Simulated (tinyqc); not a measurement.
Vertical double-diffused power MOSFET, components of the on-resistance: two steps of the calculation.

Stripe cells of pitch Wp + a, two channels a cell. Current flows through the channels, spreads in the accumulation layer, passes the gap between the p bodies and spreads at 45 degrees into the drift layer below them. Low drain voltage, full ionisation.

Parameters, values chosen for the exercise; bulk values close to those of silicon:

| symbol | value | unit | meaning |
|---|---|---|---|
| T | 400 | K | temperature |
| eps_r | 11.8 |  | relative permittivity |
| Kc | 3870 | V/cm per (cm^-3)^(1/8) | critical-field constant |
| BV | 100 | V | rated breakdown voltage of the drift layer |
| mud | 1210 | cm^2/(V s) | drift mobility at 300 K |
| bt | 2.1 |  | temperature exponent of the drift mobility |
| tox | 33 | nm | gate oxide thickness (eps_r 3.9) |
| Vov | 13 | V | gate overdrive |
| mch | 180 | cm^2/(V s) | channel mobility |
| mac | 460 | cm^2/(V s) | accumulation-layer mobility |
| Lc | 1 | um | channel length |
| Wp | 7.1 | um | width of the p body in one cell, channels included |
| a | 4 | um | gap between neighbouring p bodies |
| xp | 1.3 | um | depth of the p body |
| Nj | 2 |  | doping of the gap over the drift doping |
| Vbi | 0.639 | V | built-in voltage of the body junction |
| Rs | 0.059 | mohm cm^2 | substrate and contact resistance |

Constants: q = 1.602176634e-19 C, eps0 = 8.8541878128e-14 F/cm where lengths are in cm. Results are converted to the units shown.

Task 1. Drift layer. Triangular field at breakdown with Ec = Kc N^(1/8): BV = eps0 eps_r Ec^2/(2 q N), so N = (eps0 eps_r Kc^2/(2 q BV))^(4/3); W = 2 BV/Ec; mu = mud (T/300 K)^(-bt); rho = 1/(q mu N); ideal resistance rho W.

Find: drift doping N; Ec; drift thickness W; electron mobility mu at T; drift resistivity rho; ideal resistance.

Result 1.

drift doping N = 3.845e15 cm^-3
Ec = 0.3434 MV/cm
drift thickness W = 5.824 um
electron mobility mu at T = 661.3 cm^2/(V s)
drift resistivity rho = 2.454 ohm cm
ideal resistance = 1.429 mohm cm^2

Task 2. Components of the on-resistance. Pitch p = Wp + a, Cox = 3.9 eps0/tox; zero-bias depletion in the gap w0 = sqrt(2 eps0 eps_r Vbi/(q N Nj)), open gap g = a - 2 w0; R_ch = Lc p/(2 mch Cox Vov); R_acc = 0.6 a p/(4 mac Cox Vov), 0.6 being an empirical factor for current leaving the layer along its length; R_gap = (rho/Nj) xp p/g; spreading depth t = min(W, (p - g)/2); R_drift = (rho p/2) ln((g + 2 t)/g) + rho (W - t); R_on = the sum with Rs.

drift doping N = 3.8454724e15 cm^-3
drift thickness W = 5.8237177 um
electron mobility mu at T = 661.32360 cm^2/(V s)
drift resistivity rho = 2.4542900 ohm cm

Find: w0; g; components; R_on; shares.

Result 2.

w0 = 0.32918 um
g = 3.3416 um
components (mohm cm^2): channel 0.22666, accumulation 0.10643, gap 0.52991, drift 2.1125, substrate 0.059000
R_on = 3.0345 mohm cm^2
shares (%): channel 7.470, accumulation 3.507, gap 17.463, drift 69.616, substrate 1.944

The drift term is the largest. R_on is 2.12 times the ideal drift resistance rho W, and spreading raises the drift term to 1.48 times it.

Computed by the program tinyqc: `OMP_NUM_THREADS=1 python tinyqc.py 2230105 2230106 out.jsonl`, one thread of a shared Intel Xeon 2.30GHz, about 0.01 s for the whole run.
